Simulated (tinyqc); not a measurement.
# Electron density from the filling shift

Question. At zero temperature the Burstein-Moss shift of one parabolic valley is (C/me + C/mh) kF^2 with kF = (3 pi^2 n)^(1/3), C = hbar^2/(2 m0). Find kF and n.

Values chosen for this exercise:
- me = 0.0233 m0 (electron mass)
- mh = 0.415 m0 (hole mass)

Constants: q = 1.602176634e-19 C, hbar = 1.054571817e-34 J s, m0 = 9.1093837015e-31 kg, hbar^2/(2 m0) = 0.0380998212 eV nm^2. Results are converted to the units shown.

filling shift = 320.48932 meV

Solution. The shift gives kF^2, and n = kF^3/(3 pi^2).

kF = 0.4308 1/nm
n = 2.700e18 cm^-3

Computed by the program tinyqc: `OMP_NUM_THREADS=1 python tinyqc.py 2330029 2330030 out.jsonl`, one thread of a shared Intel Xeon 2.30GHz, about 0.01 s for the whole run.
